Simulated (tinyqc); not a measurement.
# Changing the heater half-width b

Model: the 3-omega method: a line heater on a substrate with a thin film. Computed by tinyqc, a small Python program. Command: `OMP_NUM_THREADS=1 python tinyqc.py 3002562 3002563 out.jsonl threeomega sweep`. One thread of a shared host (Intel(R) Xeon(R) Processor @ 2.30GHz), about 0.02 s of CPU time with the checks.

A current at angular frequency omega = 2 pi f heats the line at 2 omega with the amplitude P per length; the temperature swing Delta T at 2 omega gives a voltage at 3 omega. The substrate is taken as semi-infinite and isotropic, and the heat capacity of heater and film is left out.

Inputs (values chosen for the exercise, modelled on polycrystalline aluminium nitride on silicon carbide):
```
quantity                                    value           unit
substrate conductivity kappa                  409        W/(m K)
substrate heat capacity C                    2.17  1e6 J/(m^3 K)
power amplitude per length P                  5.6            W/m
current frequency f                            51             Hz
film thickness t                             1300             nm
film conductivity kappa_f                      29        W/(m K)
interface resistance R_i                      9.1       m^2 K/GW
substrate thickness d_s                       300     micrometre
temperature coefficient of resistance beta    3.1         1e-3/K
voltage amplitude V_1                         2.3              V
```

Method:
- D = kappa/C; q = sqrt(2 i omega/D); penetration depth 1/|q| = sqrt(D/(2 omega)).
- Delta T_s = (P/(pi kappa)) int_0^infinity (sin x/x)^2 / sqrt(x^2 + (q b)^2) dx with (q b)^2 = i |q b|^2, averaged over the heater width (12 Gauss-Legendre points on each of the pieces 0, 14 log-spaced edges from 1e-5 to 1, and multiples of pi to 40 pi; the tail adds 1/(4 (40 pi)^2)).
- For |q| b much below 1: Delta T_s = (P/(pi kappa)) [-ln(|q| b) + eta - i pi/4], eta = 3/2 - C_E = 0.92278, with Euler's C_E = 0.5772157.
- One-dimensional flow across the film: Delta T_f = P (t/kappa_f + R_i)/(2 b); total in-phase swing Delta T = Delta T_s + Delta T_f; third-harmonic amplitude V_3 = V_1 beta |Delta T|/2 with the out-of-phase part included; the apparent film conductivity is t/(t/kappa_f + R_i).
- Take the in-phase swing at f and at 2f; in the narrow-line limit kappa = P ln 2/(2 pi [Delta T(f) - Delta T(2f)]), whatever the film and the heater width.

One run for each value; columns: (1) heater half-width b (micrometre); (2) error of the slope method (%); (3) in-phase Delta T_s (K); (4) Delta T_f (K); (5) film share of the in-phase swing; (6) |q| b:
```
(1)           (2)       (3)      (4)      (5)      (6)
0.50   3.2101e-05  0.034482  0.30199  0.89752  0.00092
0.94   1.1346e-04  0.031730  0.16064  0.83505  0.00173
1.80   4.1608e-04  0.028899  0.08389  0.74377  0.00332
3.40   1.4845e-03  0.026127  0.04441  0.62960  0.00627
6.30   5.0962e-03  0.023439  0.02397  0.50558  0.01162
12.00  1.8481e-02  0.020631  0.01258  0.37885  0.02213
22.00  6.2040e-02  0.017990  0.00686  0.27616  0.04057
42.00  2.2530e-01  0.015174  0.00360  0.19154  0.07745
80.00  8.0970e-01  0.012375  0.00189  0.13234  0.14752
```

Over the rows, error of the slope method (%) rises from 3.21e-5 to 0.810 (exponent d ln y / d ln x about 2.0 throughout); in-phase Delta T_s (K) falls from 0.0345 to 0.0124 (exponent d ln y / d ln x -0.13 between the first rows and -0.32 between the last); Delta T_f (K) falls from 0.302 to 0.00189 (exponent d ln y / d ln x about -1.0 throughout). The exponent of Delta T_f stays at -1: the flux is P/(2b). Narrow heaters keep the slope method exact and raise the film signal as 1/b, while the substrate signal changes only as ln b as long as |q| b is well below 1.

Caution (all rows): the penetration depth exceeds a fifth of the substrate thickness, so the back face is felt and the semi-infinite formula fails. Caution (rows 0.500, 0.940, 1.80): the film is not thin against the heater width, so heat spreads sideways in it and the one-dimensional step fails.
